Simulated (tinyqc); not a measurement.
# Minority carriers and saturation current of a heavily doped emitter: two studies

n-type, parabolic bands, full ionisation. eta = (EF - Ec)/kB T solves N = Nc F12(eta), F12(x) = (2/sqrt(pi)) int_0^infinity sqrt(u)/(1 + exp(u - x)) du. The gap shrinks rigidly by dEg = E1 [ln(N/N0) + sqrt(ln^2(N/N0) + 0.5)], an empirical law that is here taken as the true narrowing.

Inputs (values chosen for the exercise); band and dielectric values close to those of silicon: temperature T = 300 K; band gap Eg = 1.12 eV; conduction-band density of states at 300 K Nc = 2.77e19 cm^-3; valence-band density of states at 300 K Nv = 2.67e19 cm^-3; ionised donor density N = 2.7e19 cm^-3; energy of the narrowing law E1 = 7.2 meV; density of the narrowing law N0 = 9.5e16 cm^-3; minority-hole mobility mup = 240 cm^2/(V s); Auger coefficient Cn = 2.9e-31 cm^6/s; defect lifetime ts = 6 us; emitter width W = 180 nm.

Constants: q = 1.602176634e-19 C, kB = 1.380649e-23 J/K, Vt = kB T/q. Results are converted to the units shown.

Each table varies one quantity; the others keep the values above.

## Approximations to the Fermi level

With u = N/Nc: Boltzmann ln u; Joyce-Dixon ln u + 0.353553 u - 4.95009e-3 u^2 + 1.48386e-4 u^3 - 4.42563e-6 u^4; degenerate limit (3 sqrt(pi) u/4)^(2/3). The Einstein ratio is D/(mu Vt) = F12/Fm, Fm(x) = dF12/dx = (1/sqrt(pi)) int_0^infinity u^(-1/2)/(1 + exp(u - x)) du.

Result of one run:
```
N (cm^-3)	N/Nc	eta	Boltzmann	Joyce-Dixon	degenerate	D/(mu Vt)
2.7e18	0.09747	-2.294	-2.328	-2.294	0.2561	1.034
```

What becomes of these results when the ionised donor density N is changed from 2.7e18 to 1.2e18 cm^-3, all else the same?

Result of the changed run:
```
N (cm^-3)	N/Nc	eta	Boltzmann	Joyce-Dixon	degenerate	D/(mu Vt)
1.2e18	0.04332	-3.124	-3.139	-3.124	0.1491	1.015
```

The whole series:
```
N (cm^-3)	N/Nc	eta	Boltzmann	Joyce-Dixon	degenerate	D/(mu Vt)
1.2e18	0.04332	-3.124	-3.139	-3.124	0.1491	1.015
2.7e18	0.09747	-2.294	-2.328	-2.294	0.2561	1.034
6.4e18	0.2310	-1.384	-1.465	-1.384	0.4552	1.081
1.5e19	0.5415	-0.4234	-0.6134	-0.4234	0.8032	1.189
3.5e19	1.264	0.6730	0.2339	0.6730	1.413	1.432
8.3e19	2.996	2.116	1.097	2.116	2.513	1.981
2e20	7.220	4.317	1.977	4.315	4.516	3.165
4.6e20	16.61	7.762	2.810	7.659	7.869	5.322
1.1e21	39.71	14.01	3.682	8.202	14.07	9.421
```

Boltzmann is within 0.1 of eta up to N/Nc = 0.23, Joyce-Dixon within 0.01 up to 7.2, and the degenerate limit is off by 0.059 in the last row. The Einstein ratio rises from 1.02 to 9.42: degenerate carriers diffuse faster for the same mobility.

## Effect of the contact

ni = sqrt(Nc Nv) exp(-Eg/(2 Vt)), Eg in volts; degeneracy factor g = F12(eta) exp(-eta); nie^2 = ni^2 exp(dEg/kB T) g, p0 = nie^2/N; apparent narrowing dEg + kB T ln g. 1/tau = Cn N^2 + 1/ts, D = mup Vt, L = sqrt(D tau); J0 = (q p0 D/L)(s + tanh(W/L))/(1 + s tanh(W/L)), s = S L/D; the share recombining inside is 1 - 1/[cosh(W/L)(1 + tanh(W/L)/s)].

Result of one run:
```
S (cm/s)	J0 (fA/cm^2)	share inside (%)
6200	110.55	38.306
```

What becomes of these results when the recombination velocity at the contact S is changed from 6200 to 80 cm/s, all else the same?

Result of the changed run:
```
S (cm/s)	J0 (fA/cm^2)	share inside (%)
80	43.615	97.947
```

The whole series:
```
S (cm/s)	J0 (fA/cm^2)	share inside (%)
80	43.615	97.947
340	46.507	91.822
1500	59.357	71.824
6200	110.55	38.306
26000	312.03	13.215
1.1e5	972.20	3.8660
4.8e5	2281.7	1.3299
2.1e6	3350.6	0.72927
8.8e6	3749.8	0.59276
```

J0 rises from 43.6 to 3750 fA/cm^2, between the limits q p0 (D/L) tanh(W/L) = 42.7 and q p0 (D/L) coth(W/L) = 3900; W/L = 0.11, so passivating the contact can gain at most a factor of 91.2.

Range of the model: Band tails, non-parabolic bands and incomplete ionisation are left out.

Program tinyqc, `OMP_NUM_THREADS=1 python tinyqc.py 2330053 2330054 out.jsonl`; Intel Xeon 2.30GHz, shared host, one thread, about 0.01 s.
